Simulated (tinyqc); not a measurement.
# Floating body of a partially depleted SOI transistor: body voltage and kink, step by step

Program tinyqc, `OMP_NUM_THREADS=1 python tinyqc.py 2182211 2182212 out.jsonl`; Intel Xeon 2.30GHz, shared host, one thread, about 0.2 s. Printed values are rounded.

Source at 0 V. Channel current Ic = 2 nf K Vt^2 [F(0) - F(Vd)](1 + la Vd), F(V) = ln^2(1 + exp((Vg - VT - nf V)/(2 nf Vt))), VT = VT0 - gb Vb. Saturation voltage Vs = 2 Vt sqrt(F(0)) + 3 Vt, excess Ve = (Vd - Vs + sqrt((Vd - Vs)^2 + 0.0004 V^2))/2, multiplication M1 = Ai Ve exp(-Bl/Ve). Each junction passes D(v) = J1 (exp(v/Vt) - 1) + J2 (exp(v/(2 Vt)) - 1). Bipolar current Ib = bb J1 (exp(Vb/Vt) - 1). The body settles where M1 (Ic + Ib) = D(Vb) + D(Vb - Vd) + Vb/Rb; drain current Id = (1 + M1)(Ic + Ib) - D(Vb - Vd).

Values chosen for this exercise; values of the order met in partially depleted silicon-on-insulator transistors:

| symbol | value | unit | meaning |
|---|---|---|---|
| T | 300 | K | temperature |
| VT0 | 0.48 | V | threshold at zero body voltage |
| gb | 0.15 |  | fall of the threshold per volt of body voltage |
| nf | 1.15 |  | slope factor |
| K | 450 | uA/(V^2 um) | gain factor per width |
| la | 0.08 | 1/V | channel-length modulation factor |
| Ai | 3.71 | 1/V | impact-ionisation prefactor |
| Bl | 6.9 | V | impact-ionisation voltage |
| J1 | 3.1e-12 | uA/um | diffusion saturation current of each junction |
| J2 | 4.3e-8 | uA/um | recombination saturation current of each junction |
| bb | 1 |  | gain of the lateral bipolar transistor on the diffusion current |
| Rb | 1000 | kohm um | resistance of a weak body tie to the source (1e9 stands for no tie, and the term is then dropped) |
| Vg | 0.69 | V | gate voltage |
| Vd | 1.8 | V | drain voltage |

Constants: q = 1.602176634e-19 C, kB = 1.380649e-23 J/K, Vt = kB T/q. Results are converted to the units shown.

Range of the model: The multiplication law is an empirical form chosen for the exercise; self-heating and capacitive coupling to the body are left out, and the linear laws are rough once Vb passes about 0.7 V or M1 about 0.1.

## Starting value

Vb = 0.72 V.

Vb at the start = 0.72 V

## Iteration 1: new Vb

Current into the body I_in = M1 (Ic + Ib) - D(Vb - Vd), current out I_out = D(Vb) + Vb/Rb; f = ln(I_in/I_out), s = df/dVb by central differences over 1e-5 V, Vb(new) = Vb - f/s.

Ic = 22.6744 uA/um
Ve = 1.44575 V
M1 = 0.0453672
I_in = 1.20389 uA/um
I_out = 4.63015 uA/um
f = -1.34703
s = -26.7691 1/V
Vb after iteration 1 = 0.669680 V

## Iteration 2: new Vb

As before.

Ic = 21.6170 uA/um
Ve = 1.45228 V
M1 = 0.0465607
I_in = 1.03218 uA/um
I_out = 1.23924 uA/um
f = -0.182826
s = -16.9174 1/V
Vb after iteration 2 = 0.658873 V

## Iteration 3: new Vb

As before.

Ic = 21.3933 uA/um
Ve = 1.45368 V
M1 = 0.0468197
I_in = 1.01862 uA/um
I_out = 1.03661 uA/um
f = -0.0175052
s = -13.7041 1/V
Vb after iteration 3 = 0.657595 V

## Course of the iteration

Stop when the step is below 1e-10 V, or after 40 iterations.

Course of the iteration:
```
iteration  Vb before the step (V)  step (V)
1                            0.72   -0.0503
2                        0.669680   -0.0108
3                        0.658873  -1.28e-3
4                        0.657595  -1.75e-5
5                        0.657578  -3.28e-9
6                        0.657578   < 1e-14
```

Converged in 6 iterations.

## Drain current with floating and with grounded body

converged Vb = 0.657578 V

Id and VT at the converged Vb, Id at Vb = 0, their ratio, and the bipolar share Ib/(Ic + Ib).

VT = 0.381363 V
Id, floating = 22.7291 uA/um
Id, grounded = 10.6782 uA/um
ratio = 2.12855
bipolar share = 1.59032 %

The body rises to 0.658 V and lowers the threshold by 98.6 mV.
